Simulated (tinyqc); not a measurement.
# Hexagonal on-chip spiral inductor, lumped pi model: what changes with what

Outer diameter do = di + 2 n wd + 2 (n - 1) sp, mean da = (do + di)/2, fill p = (do - di)/(do + di), length l = 3.464 n da. L = 2.33 mu0 n^2 da/(1 + 3.82 p), mu0 = 4 pi 1e-7 H/m. Rs = rho l/(wd delta (1 - exp(-th/delta))), delta = sqrt(rho/(pi f mu0)). Cs = n wd^2 eps0 eo/hu across the coil. At each end Cox = l wd eps0 eo/(2 ho) leads to the substrate branch Rsi = 2 rs he/(l wd) in parallel with Csi = l wd eps0 11.7/(2 he). With one end grounded Y = 1/(Rs + i w L) + i w Cs + 1/[1/(i w Cox) + 1/(1/Rsi + i w Csi)], w = 2 pi f; Q = -Im Y/Re Y. Eddy currents in neighbouring turns and in the substrate are left out.

Values chosen for this exercise; values of the order met in silicon radio-frequency processes: number of turns n = 3.5; line width wd = 15 um; space between turns sp = 3 um; inner diameter di = 60 um; metal thickness th = 4 um; metal resistivity rho = 1.9 uohm cm; oxide below the coil ho = 7 um; oxide between coil and underpass hu = 1.2 um; relative permittivity of the oxide eo = 3.9; substrate resistivity rs = 10 ohm cm; effective spreading depth in the substrate he = 50 um; frequency f = 0.94 GHz.

Constants: eps0 = 8.8541878128e-12 F/m. Results are converted to the units shown.

Each table varies one quantity; the others keep the values above.

## Quality factor against frequency

Apparent inductance Im(1/Y)/w; share of the loss Re(substrate branch)/Re Y.

Quality factor against frequency:

| f (GHz) | Rs (ohm) | w L/Rs | Q | apparent inductance (nH) | loss in the substrate (%) |
|---|---|---|---|---|---|
| 0.34 | 0.7482 | 4.223 | 4.220 | 1.480 | 0.008490 |
| 0.56 | 0.8444 | 6.163 | 6.151 | 1.481 | 0.05327 |
| 0.92 | 0.9754 | 8.765 | 8.704 | 1.484 | 0.3225 |
| 1.5 | 1.152 | 12.10 | 11.77 | 1.493 | 1.774 |
| 2.5 | 1.407 | 16.51 | 14.68 | 1.515 | 8.828 |
| 4 | 1.725 | 21.55 | 14.75 | 1.563 | 27.50 |
| 6.6 | 2.178 | 28.16 | 10.80 | 1.686 | 55.94 |
| 11 | 2.793 | 36.61 | 5.645 | 2.086 | 77.59 |
| 18 | 3.565 | 46.92 | 1.184 | 3.808 | 88.87 |

Q goes from 4.22 through a maximum of 14.7 (at f = 4 GHz among the rows listed) to 1.18; the exact peak is 15.2 at 3.21 GHz and Q reaches zero at the self-resonance, 20.6 GHz. The share of the substrate rises from 0.00849 to 88.9 %, and the apparent inductance ends at 2.57 times L. At the peak the substrate takes 17.1 % of the loss. For f = 18 the coil is longer than 0.15 of a wavelength in the oxide, where one lumped section is rough.

## Effect of the number of turns

Same model as above.

Peak Q and its frequency from a search over f; self-resonance where Im Y = 0; Q at the given f (negative beyond resonance).

Results:

| n | L (nH) | do (um) | peak Q | f of the peak (GHz) | self-resonance (GHz) | Q at f |
|---|---|---|---|---|---|---|
| 1.5 | 0.2646 | 108.0 | 21.21 | 20.00 | 81.18 | 5.302 |
| 2.5 | 0.7255 | 144.0 | 16.73 | 6.132 | 36.50 | 7.171 |
| 3.5 | 1.479 | 180.0 | 15.21 | 3.214 | 20.60 | 8.829 |
| 4.5 | 2.590 | 216.0 | 14.40 | 2.162 | 12.89 | 10.32 |
| 5.5 | 4.124 | 252.0 | 13.80 | 1.607 | 8.478 | 11.58 |
| 8.5 | 11.91 | 360.0 | 12.31 | 0.8491 | 3.008 | 12.17 |

Estimate the missing row, n = 6.5.

Computed row:

| n | L (nH) | do (um) | peak Q | f of the peak (GHz) | self-resonance (GHz) | Q at f |
|---|---|---|---|---|---|---|
| 6.5 | 6.145 | 288.0 | 13.28 | 1.260 | 5.761 | 12.44 |

With this row back in the table: As n goes from 1.5 to 8.5, L rises from 0.265 to 11.9 nH, the peak Q falls from 21.2 to 12.3, its frequency falls from 20.0 to 0.849 GHz and the self-resonance falls from 81.2 to 3.01 GHz.

tinyqc, about 0.01 s, one thread, Intel Xeon 2.30GHz (shared host): `OMP_NUM_THREADS=1 python tinyqc.py 2302134 2302135 out.jsonl`
